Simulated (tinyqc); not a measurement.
UHF in the 3-21g basis, for H3, spin multiplicity 2, step by step. One step of it, computed by the program tinyqc.

Problem. Iteration 1: building the Fock matrix. J_ij = sum D_kl (ij|kl) with D = D(alpha) + D(beta), K_ij = sum D_kl (ik|jl) for each spin; F = H + J - K(s); E = tr D H + tr D J / 2 - 0.5 sum_s tr D(s) K(s) + E_nn.

D(alpha) at the start:
```
           1H 1s      1H 2s      2H 1s      2H 2s      3H 1s      3H 2s
1H 1s   0.201579  -1.379302  -0.000536   0.971925  -0.159363   0.615184
1H 2s  -1.379302  11.685068  -0.997073  -5.991336   1.542462  -6.393895
2H 1s  -0.000536  -0.997073   0.445661  -0.296084  -0.200876   0.971185
2H 2s   0.971925  -5.991336  -0.296084   4.879492  -0.635807   2.325477
3H 1s  -0.159363   1.542462  -0.200876  -0.635807   0.216912  -0.925760
3H 2s   0.615184  -6.393895   0.971185   2.325477  -0.925760   4.000991
```

D(beta) at the start:
```
           1H 1s      1H 2s      2H 1s      2H 2s      3H 1s      3H 2s
1H 1s   0.183159  -1.447200   0.085877   0.826237  -0.183810   0.747493
1H 2s  -1.447200  11.434790  -0.678542  -6.528364   1.452344  -5.906185
2H 1s   0.085877  -0.678542   0.040265   0.387394  -0.086182   0.350474
2H 2s   0.826237  -6.528364   0.387394   3.727181  -0.829174   3.371966
3H 1s  -0.183810   1.452344  -0.086182  -0.829174   0.184464  -0.750151
3H 2s   0.747493  -5.906185   0.350474   3.371966  -0.750151   3.050604
```

core Hamiltonian H = T + V (hartree):
```
           1H 1s      1H 2s      2H 1s      2H 2s      3H 1s      3H 2s
1H 1s  -1.464626  -1.305366  -0.789524  -0.953762  -0.789524  -0.953762
1H 2s  -1.305366  -1.463483  -0.866976  -1.167095  -0.866976  -1.167095
2H 1s  -0.789524  -0.866976  -1.142718  -1.107126  -0.079371  -0.355487
2H 2s  -0.953762  -1.167095  -1.107126  -1.257781  -0.355487  -0.680467
3H 1s  -0.789524  -0.866976  -0.079371  -0.355487  -1.142718  -1.107126
3H 2s  -0.953762  -1.167095  -0.355487  -0.680467  -1.107126  -1.257781
```

Two-electron integrals (ij|kl) in chemists' order, unique and non-zero (hartree):
```
(11|11) 1.140145   (21|11) 0.611403   (21|21) 0.345152   (22|11) 0.626370
(22|21) 0.380329   (22|22) 0.482957   (31|11) 0.309361   (31|21) 0.176470
(31|22) 0.196891   (31|31) 0.118291   (32|11) 0.305003   (32|21) 0.184965
(32|22) 0.231037   (32|31) 0.131500   (32|32) 0.167795   (33|11) 0.626061
(33|21) 0.388459   (33|22) 0.501956   (33|31) 0.309361   (33|32) 0.419489
(33|33) 1.140145   (41|11) 0.419489   (41|21) 0.237781   (41|22) 0.263814
(41|31) 0.131500   (41|32) 0.140985   (41|33) 0.305003   (41|41) 0.167795
(42|11) 0.474896   (42|21) 0.290316   (42|22) 0.375017   (42|31) 0.167860
(42|32) 0.208792   (42|33) 0.474896   (42|41) 0.208792   (42|42) 0.312748
(43|11) 0.388459   (43|21) 0.239945   (43|22) 0.312039   (43|31) 0.176470
(43|32) 0.237781   (43|33) 0.611403   (43|41) 0.184965   (43|42) 0.290316
(43|43) 0.345152   (44|11) 0.501956   (44|21) 0.312039   (44|22) 0.421254
(44|31) 0.196891   (44|32) 0.263814   (44|33) 0.626370   (44|41) 0.231037
(44|42) 0.375017   (44|43) 0.380329   (44|44) 0.482957   (51|11) 0.309361
(51|21) 0.176470   (51|22) 0.196891   (51|31) 0.071523   (51|32) 0.073235
(51|33) 0.146136   (51|41) 0.112832   (51|42) 0.135336   (51|43) 0.093716
(51|44) 0.135392   (51|51) 0.118291   (52|11) 0.305003   (52|21) 0.184965
(52|22) 0.231037   (52|31) 0.073235   (52|32) 0.079289   (52|33) 0.160311
(52|41) 0.117107   (52|42) 0.154226   (52|43) 0.103224   (52|44) 0.154300
(52|51) 0.131500   (52|52) 0.167795   (53|11) 0.017737   (53|21) 0.009733
(53|22) 0.010219   (53|31) 0.004955   (53|32) 0.004989   (53|33) 0.010339
(53|41) 0.006689   (53|42) 0.007763   (53|43) 0.006389   (53|44) 0.008244
(53|51) 0.004955   (53|52) 0.004989   (53|53) 0.000280   (54|11) 0.115983
(54|21) 0.068961   (54|22) 0.082840   (54|31) 0.028132   (54|32) 0.029963
(54|33) 0.060473   (54|41) 0.044155   (54|42) 0.056495   (54|43) 0.038803
(54|44) 0.056893   (54|51) 0.046555   (54|52) 0.056284   (54|53) 0.001885
(54|54) 0.019361   (55|11) 0.626061   (55|21) 0.388459   (55|22) 0.501956
(55|31) 0.146136   (55|32) 0.160311   (55|33) 0.324632   (55|41) 0.240736
(55|42) 0.323910   (55|43) 0.209596   (55|44) 0.319507   (55|51) 0.309361
(55|52) 0.419489   (55|53) 0.010339   (55|54) 0.135811   (55|55) 1.140145
(61|11) 0.419489   (61|21) 0.237781   (61|22) 0.263814   (61|31) 0.112832
(61|32) 0.117107   (61|33) 0.240736   (61|41) 0.160063   (61|42) 0.194570
(61|43) 0.150989   (61|44) 0.204087   (61|51) 0.131500   (61|52) 0.140985
(61|53) 0.006689   (61|54) 0.051710   (61|55) 0.305003   (61|61) 0.167795
(62|11) 0.474896   (62|21) 0.290316   (62|22) 0.375017   (62|31) 0.135336
(62|32) 0.154226   (62|33) 0.323910   (62|41) 0.194570   (62|42) 0.272791
(62|43) 0.205062   (62|44) 0.291901   (62|51) 0.167860   (62|52) 0.208792
(62|53) 0.007763   (62|54) 0.072415   (62|55) 0.474896   (62|61) 0.208792
(62|62) 0.312748   (63|11) 0.115983   (63|21) 0.068961   (63|22) 0.082840
(63|31) 0.046555   (63|32) 0.056284   (63|33) 0.135811   (63|41) 0.051710
(63|42) 0.072415   (63|43) 0.077889   (63|44) 0.088156   (63|51) 0.028132
(63|52) 0.029963   (63|53) 0.001885   (63|54) 0.011362   (63|55) 0.060473
(63|61) 0.044155   (63|62) 0.056495   (63|63) 0.019361   (64|11) 0.262666
(64|21) 0.159490   (64|22) 0.202526   (64|31) 0.082565   (64|32) 0.096884
(64|33) 0.210493   (64|41) 0.110630   (64|42) 0.157262   (64|43) 0.130852
(64|44) 0.176651   (64|51) 0.082565   (64|52) 0.096884   (64|53) 0.004285
(64|54) 0.034739   (64|55) 0.210493   (64|61) 0.110630   (64|62) 0.157262
(64|63) 0.034739   (64|64) 0.084928   (65|11) 0.388459   (65|21) 0.239945
(65|22) 0.312039   (65|31) 0.093716   (65|32) 0.103224   (65|33) 0.209596
(65|41) 0.150989   (65|42) 0.205062   (65|43) 0.135196   (65|44) 0.204812
(65|51) 0.176470   (65|52) 0.237781   (65|53) 0.006389   (65|54) 0.077889
(65|55) 0.611403   (65|61) 0.184965   (65|62) 0.290316   (65|63) 0.038803
(65|64) 0.130852   (65|65) 0.345152   (66|11) 0.501956   (66|21) 0.312039
(66|22) 0.421254   (66|31) 0.135392   (66|32) 0.154300   (66|33) 0.319507
(66|41) 0.204087   (66|42) 0.291901   (66|43) 0.204812   (66|44) 0.304437
(66|51) 0.196891   (66|52) 0.263814   (66|53) 0.008244   (66|54) 0.088156
(66|55) 0.626370   (66|61) 0.231037   (66|62) 0.375017   (66|63) 0.056893
(66|64) 0.176651   (66|65) 0.380329   (66|66) 0.482957
```

nuclear repulsion = 1.62324298 hartree

Give: Coulomb J; exchange K(alpha); exchange K(beta); F(alpha); F(beta); total energy of this density.

Solution.

Coulomb J (hartree):
```
       1H 1s  1H 2s  2H 1s  2H 2s  3H 1s  3H 2s
1H 1s  1.321  0.829  0.446  0.580  0.443  0.577
1H 2s  0.829  1.148  0.589  0.937  0.554  0.892
2H 1s  0.446  0.589  1.362  0.846  0.022  0.200
2H 2s  0.580  0.937  0.846  1.159  0.193  0.481
3H 1s  0.443  0.554  0.022  0.193  1.268  0.773
3H 2s  0.577  0.892  0.200  0.481  0.773  1.044
```

exchange K(alpha) (hartree):
```
       1H 1s  1H 2s   2H 1s  2H 2s   3H 1s   3H 2s
1H 1s  0.150  0.151   0.028  0.134   0.077   0.071
1H 2s  0.151  0.207   0.047  0.203   0.106   0.107
2H 1s  0.028  0.047   0.148  0.145  -0.035  -0.013
2H 2s  0.134  0.203   0.145  0.327   0.018   0.048
3H 1s  0.077  0.106  -0.035  0.018   0.187   0.112
3H 2s  0.071  0.107  -0.013  0.048   0.112   0.111
```

exchange K(beta) (hartree):
```
        1H 1s   1H 2s   2H 1s  2H 2s   3H 1s   3H 2s
1H 1s   0.033   0.046  -0.009  0.011   0.064   0.042
1H 2s   0.046   0.078  -0.002  0.034   0.094   0.068
2H 1s  -0.009  -0.002   0.118  0.077  -0.037  -0.024
2H 2s   0.011   0.034   0.077  0.082   0.011   0.011
3H 1s   0.064   0.094  -0.037  0.011   0.178   0.097
3H 2s   0.042   0.068  -0.024  0.011   0.097   0.072
```

F(alpha) (hartree):
```
        1H 1s   1H 2s   2H 1s   2H 2s   3H 1s   3H 2s
1H 1s  -0.293  -0.628  -0.372  -0.508  -0.423  -0.448
1H 2s  -0.628  -0.523  -0.325  -0.433  -0.419  -0.383
2H 1s  -0.372  -0.325   0.072  -0.406  -0.023  -0.143
2H 2s  -0.508  -0.433  -0.406  -0.426  -0.181  -0.247
3H 1s  -0.423  -0.419  -0.023  -0.181  -0.062  -0.447
3H 2s  -0.448  -0.383  -0.143  -0.247  -0.447  -0.325
```

F(beta) (hartree):
```
        1H 1s   1H 2s   2H 1s   2H 2s   3H 1s   3H 2s
1H 1s  -0.176  -0.523  -0.335  -0.385  -0.410  -0.419
1H 2s  -0.523  -0.394  -0.277  -0.264  -0.407  -0.343
2H 1s  -0.335  -0.277   0.101  -0.339  -0.020  -0.132
2H 2s  -0.385  -0.264  -0.339  -0.181  -0.174  -0.211
3H 1s  -0.410  -0.407  -0.020  -0.174  -0.053  -0.431
3H 2s  -0.419  -0.343  -0.132  -0.211  -0.431  -0.286
```

total energy of this density = 0.83821 hartree
